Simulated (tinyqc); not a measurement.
Inputs raised by 10 %, one at a time: classical nucleation, growth and JMAK kinetics of crystallisation from a melt or glass. Computed by tinyqc, a small Python program. Command: `OMP_NUM_THREADS=1 python tinyqc.py 3002179 3002180 out.jsonl nucl sens`. One thread of a shared host (Intel(R) Xeon(R) Processor @ 2.30GHz), about 0.02 s of CPU time with the checks.

A spherical nucleus cap on a flat wall with a sharp interface of isotropic energy gamma; lambda = Omega^(1/3) is the jump distance.

Inputs (values chosen for the exercise, for a model substance):
```
quantity                        value        unit
melting point T_m                1510           K
heat of melting per volume H     1710      J/cm^3
interface energy gamma          0.145       J/m^2
atomic volume Omega              13.6  angstrom^3
temperature T                    1208           K
diffusion prefactor D0        3.2e-05       m^2/s
activation energy Q               1.1          eV
contact angle theta               125     degrees
wall area per volume S_v        10000         1/m
time t                        0.00074           s
```

Nucleation: on a flat wall. Driving force: Turnbull (linear).

Constants: e = 1.602176634e-19 C; k_B = 1.380649e-23 J/K; k_B = 8.617333262e-05 eV/K.

Method:
- Driving force per volume: dG = H (T_m - T)/T_m.
- Shape factor f = (2 + cos theta)(1 - cos theta)^2/4.
- W(r) = f [4 pi r^2 gamma - (4/3) pi r^3 dG]; r* = 2 gamma/dG; W* = f 16 pi gamma^3/(3 dG^2); n* = f (4/3) pi r*^3/Omega.
- D = D0 exp(-Q/(k_B T)); attachment rate k+ = (A*/lambda^2) D/lambda^2 with A* = 2 pi r*^2 (1 - cos theta); Zeldovich factor Z = sqrt(W*/(3 pi k_B T))/n*; sites per volume N = S_v/lambda^2; I = N Z k+ exp(-W*/(k_B T)); lag time = 1/(4 pi Z^2 k+).
- Growth (Wilson-Frenkel): u = (D/lambda) [1 - exp(-dG Omega/(k_B T))].
- D = D0 exp(-Q/(k_B T)).
- JMAK with steady nucleation and growth, nuclei spread at random: extended fraction X_e = (pi/3) I u^3 t^4, X = 1 - exp(-X_e); t_X = [-3 ln(1 - X)/(pi I u^3)]^(1/4); final grains per volume = Gamma(5/4) (3/pi)^(1/4) (I/u)^(3/4), Gamma(5/4) = 0.9064024771. Grain size = (grains per volume)^(-1/3).
- The nose is the T between 0.3 and 0.97 T_m where I u^3 is largest; the time is for X = 1e-6, and the critical cooling rate is estimated as (T_m - T_nose)/t_nose.

Runs:
```
input moved                               from        to  barrier W* (eV)  growth velocity u (m/s)  half time t_0.5 (s)  critical cooling rate (K/s)
base run                                     -         -           2.4069                   0.8402           1.4234e-06                   5.0577e+10
melting point T_m (K)                     1510      1661           1.2944                   1.0921           8.0827e-08                   2.0501e+11
heat of melting per volume H (J/cm^3)     1710      1881           1.9892                   0.9120           4.9081e-07                   8.5244e+10
interface energy gamma (J/m^2)           0.145    0.1595           3.2036                   0.8402           9.5297e-06                   2.2367e+10
diffusion prefactor D0 (m^2/s)         3.2e-05  3.52e-05           2.4069                   0.9242           1.2940e-06                   5.5635e+10
activation energy Q (eV)                   1.1      1.21           2.4069                   0.2920           4.0949e-06                   1.4680e+10
contact angle theta (degrees)              125     137.5           2.5970                   0.8402           2.2132e-06                   4.1862e+10
wall area per volume S_v (1/m)           10000     11000           2.4069                   0.8402           1.3899e-06                   5.1796e+10
```

Exponents ln(y'/y) / ln(x'/x):
```
input                         barrier W*  growth velocity u  half time t_0.5  critical cooling rate
melting point T_m                 -6.508              2.751          -30.096                 14.684
heat of melting per volume H      -2.000              0.861          -11.171                  5.477
interface energy gamma             3.000              0.000           19.949                 -8.560
diffusion prefactor D0             0.000              1.000           -1.000                  1.000
activation energy Q                0.000            -11.087           11.087                -12.979
contact angle theta                0.798              0.000            4.631                 -1.984
wall area per volume S_v           0.000              0.000           -0.250                  0.250
```

Which inputs matter most for each result?

Among the inputs moved here: barrier W* answers most in size to melting point T_m (exponent -6.508), next to interface energy gamma (+3.000); its exponent is below 0.0005 for diffusion prefactor D0, activation energy Q, wall area per volume S_v. Its exponent -2.000 in heat of melting per volume H: W* goes as 1/dG^2. Its exponent +3.000 in interface energy gamma: W* goes as gamma^3. Growth velocity u answers most in size to activation energy Q (exponent -11.087), next to melting point T_m (+2.751); its exponent is below 0.0005 for interface energy gamma, contact angle theta, wall area per volume S_v. Half time t_0.5 answers most in size to melting point T_m (exponent -30.096), next to interface energy gamma (+19.949). Its exponent -1.000 in diffusion prefactor D0: I and u both scale with D, and t goes as (I u^3)^(-1/4). Its exponent -0.250 in wall area per volume S_v: t goes as I^(-1/4). Critical cooling rate answers most in size to melting point T_m (exponent +14.684), next to activation energy Q (-12.979).

Caution (all rows): homogeneous nucleation, left out here, would be as fast or faster: the wall offers too few sites or too small a cut in the barrier. Caution (all rows): homogeneous nucleation, left out here, would be as fast or faster. Caution (all rows): grains come out smaller than the spacing of the walls, so nuclei are not spread at random as JMAK assumes. Caution (rows base run, melting point T_m, heat of melting per volume H, diffusion prefactor D0, wall area per volume S_v): at the nose the lag time is not small against the nose time, so steady nucleation overstates the critical cooling rate.
